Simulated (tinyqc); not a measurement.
Solute against host over temperature: five-frequency model of solute diffusion by vacancies in an fcc metal. Computed by tinyqc, a small Python program. Command: `OMP_NUM_THREADS=1 python tinyqc.py 3024864 3024865 out.jsonl fivefreq walk`. One thread of a shared host (Intel(R) Xeon(R) Processor @ 2.30GHz), about 0.06 s of CPU time with the checks.

A vacancy next to the solute exchanges with it (w2), jumps to one of 4 sites that also neighbour the solute (w1) or to one of 7 that do not (w3); w4 is the reverse of w3 and w0 the host jump.

Inputs (values chosen for the exercise, for a model solute in a host close to gold): barrier E0 (host jump) = 0.681 eV; barrier E1 (vacancy circles the solute) = 0.698 eV; barrier E2 (exchange) = 0.575 eV; barrier E3 (dissociation) = 0.741 eV; binding energy E_b (positive for attraction) = 0.04 eV; vacancy formation energy E_f = 0.953 eV; formation entropy S_f = 1.6 k_B; attempt frequency nu = 7.7 THz; lattice constant a = 4.08 angstrom; temperature T = 602 K.

Constants: k_B = 8.617333262e-05 eV/K.

Method:
- w_i = nu exp(-E_i/(k_B T)); detailed balance gives E4 = E3 - E_b.
- Manning: with y = w4/w0, 7F = 7 - (10 y^4 + 180.5 y^3 + 927 y^2 + 1341 y)/(2 y^4 + 40.2 y^3 + 254 y^2 + 597 y + 436); f2 = (2 w1 + 7F w3)/(2 w2 + 2 w1 + 7F w3).
- c_v = exp(S_f - E_f/(k_B T)); host D0 = a^2 c_v w0 x 0.7815; solute D2 = a^2 c_v exp(E_b/(k_B T)) w2 f2; 1 angstrom^2 = 1e-16 cm^2.

Diffusion:
```
T (K)       f2  D0 (cm^2/s)  D2 (cm^2/s)   D2/D0
391    0.04476   4.3076e-23   1.8795e-22  4.3632
452    0.07629   2.9963e-20   1.2416e-19  4.1439
512    0.11262   4.0891e-18   1.6123e-17  3.9429
602    0.17131   1.0380e-15   3.7962e-15  3.6571
692    0.22923   6.2420e-14   2.1182e-13  3.3935
783    0.28325   1.5079e-12   4.7571e-12  3.1548
873    0.33079   1.8307e-11   5.3963e-11  2.9476
```

What does the comparison show, and why?

The apparent activation energy of D2 is 1.621 eV between the coldest rows and 1.590 eV between the hottest; without correlation it would be E_f - E_b + E2 = 1.488 eV, and the host has 1.634 eV. At low T f2 is small, w2 cancels from D2, and the easier of circling and escape sets the barrier, near E_f - E_b + min(E1, E3) = 1.611 eV.
